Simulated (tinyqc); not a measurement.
UHF in the sto-3g basis, for BeH, spin multiplicity 2, step by step. One step of it, computed by the program tinyqc.

Question. Iteration 1: diagonalisation and new density. Diagonalise F' = X^T F X, C = X C', fill 3 alpha and 2 beta electrons from the bottom; D(s) = C_occ C_occ^T. Each column has its largest component positive (the first on a tie).

F(alpha) (hartree):
```
,1Be 1s,1Be 2s,1Be 2px,1Be 2py,1Be 2pz,2H 1s
1Be 1s,-4.941369,-1.402500,-0.081400,-0.078644,0.141079,0.044224
1Be 2s,-1.402500,-0.640576,-0.035410,0.011703,-0.058731,-0.057511
1Be 2px,-0.081400,-0.035410,0.130217,0.002185,-0.003164,0.019212
1Be 2py,-0.078644,0.011703,0.002185,-0.189847,-0.048654,-0.020781
1Be 2pz,0.141079,-0.058731,-0.003164,-0.048654,-0.055754,-0.132749
2H 1s,0.044224,-0.057511,0.019212,-0.020781,-0.132749,-0.147769
```

F(beta) (hartree):
```
,1Be 1s,1Be 2s,1Be 2px,1Be 2py,1Be 2pz,2H 1s
1Be 1s,-4.883939,-1.372790,-0.076067,-0.152401,0.110152,0.034741
1Be 2s,-1.372790,-0.554328,-0.032841,-0.023835,-0.071748,-0.049199
1Be 2px,-0.076067,-0.032841,0.154172,-0.021067,-0.013137,0.014820
1Be 2py,-0.152401,-0.023835,-0.021067,0.154013,0.089282,0.039960
1Be 2pz,0.110152,-0.071748,-0.013137,0.089282,0.026984,-0.097047
2H 1s,0.034741,-0.049199,0.014820,0.039960,-0.097047,-0.074863
```

X:
```
,1Be 1s,1Be 2s,1Be 2px,1Be 2py,1Be 2pz,2H 1s
1Be 1s,1.026836,-0.136908,0.000000,0.000000,-0.001909,0.011433
1Be 2s,-0.136908,1.034220,0.000000,0.000000,0.010623,-0.072042
1Be 2px,0.000000,0.000000,1.000000,0.000000,0.000000,0.000000
1Be 2py,0.000000,0.000000,0.000000,1.000000,0.000000,0.000000
1Be 2pz,-0.001909,0.010623,0.000000,0.000000,1.014754,-0.100685
2H 1s,0.011433,-0.072042,0.000000,0.000000,-0.100685,1.022033
```

Give: F' = X^T F X; orbital energies; coefficients C; F' = X^T F X; orbital energies; coefficients C; D(alpha) after iteration 1; D(beta) after iteration 1.

Answer.

F' = X^T F X (alpha) (hartree):
```
,1,2,3,4,5,6
1,-4.827,-0.733,-0.079,-0.083,0.143,0.079
2,-0.733,-0.373,-0.027,0.024,-0.070,-0.026
3,-0.079,-0.027,0.130,0.002,-0.005,0.022
4,-0.083,0.024,0.002,-0.190,-0.047,-0.018
5,0.143,-0.070,-0.005,-0.047,-0.033,-0.113
6,0.079,-0.026,0.022,-0.018,-0.113,-0.121
```

orbital energies (alpha) (hartree): MO1 -4.952, MO2 -0.319, MO3 -0.226, MO4 -0.113, MO5 0.059, MO6 0.136

coefficients C (alpha):
```
,MO1,MO2,MO3,MO4,MO5,MO6
1Be 1s,0.992,-0.226,0.086,0.161,0.073,-0.011
1Be 2s,0.029,0.844,-0.312,-0.497,-0.187,-0.028
1Be 2px,0.016,0.016,-0.034,-0.072,0.176,0.981
1Be 2py,0.016,-0.025,0.843,-0.511,-0.162,0.021
1Be 2pz,-0.026,0.382,0.250,0.104,0.893,-0.150
2H 1s,-0.014,0.286,0.359,0.748,-0.515,0.155
```

F' = X^T F X (beta) (hartree):
```
,1,2,3,4,5,6
1,-4.774,-0.721,-0.073,-0.153,0.114,0.071
2,-0.721,-0.290,-0.025,-0.006,-0.081,-0.025
3,-0.073,-0.025,0.154,-0.021,-0.015,0.018
4,-0.153,-0.006,-0.021,0.154,0.087,0.032
5,0.114,-0.081,-0.015,0.087,0.045,-0.091
6,0.071,-0.025,0.018,0.032,-0.091,-0.052
```

orbital energies (beta) (hartree): MO1 -4.895, MO2 -0.247, MO3 -0.068, MO4 0.082, MO5 0.148, MO6 0.217

coefficients C (beta):
```
,MO1,MO2,MO3,MO4,MO5,MO6
1Be 1s,0.992,-0.218,0.186,0.080,0.000,0.009
1Be 2s,0.025,0.829,-0.599,-0.195,-0.077,-0.059
1Be 2px,0.015,0.022,-0.084,0.105,0.915,-0.379
1Be 2py,0.031,-0.149,-0.170,-0.479,0.360,0.767
1Be 2pz,-0.020,0.402,0.198,0.741,0.139,0.520
2H 1s,-0.012,0.270,0.810,-0.552,0.071,-0.145
```

D(alpha) after iteration 1:
```
,1Be 1s,1Be 2s,1Be 2px,1Be 2py,1Be 2pz,2H 1s
1Be 1s,1.042,-0.190,0.009,0.094,-0.090,-0.047
1Be 2s,-0.190,0.811,0.025,-0.283,0.244,0.129
1Be 2px,0.009,0.025,0.002,-0.029,-0.003,-0.008
1Be 2py,0.094,-0.283,-0.029,0.712,0.201,0.296
1Be 2pz,-0.090,0.244,-0.003,0.201,0.209,0.199
2H 1s,-0.047,0.129,-0.008,0.296,0.199,0.211
```

D(beta) after iteration 1:
```
,1Be 1s,1Be 2s,1Be 2px,1Be 2py,1Be 2pz,2H 1s
1Be 1s,1.032,-0.156,0.010,0.063,-0.108,-0.071
1Be 2s,-0.156,0.688,0.019,-0.123,0.333,0.224
1Be 2px,0.010,0.019,0.001,-0.003,0.009,0.006
1Be 2py,0.063,-0.123,-0.003,0.023,-0.060,-0.041
1Be 2pz,-0.108,0.333,0.009,-0.060,0.162,0.109
2H 1s,-0.071,0.224,0.006,-0.041,0.109,0.073
```
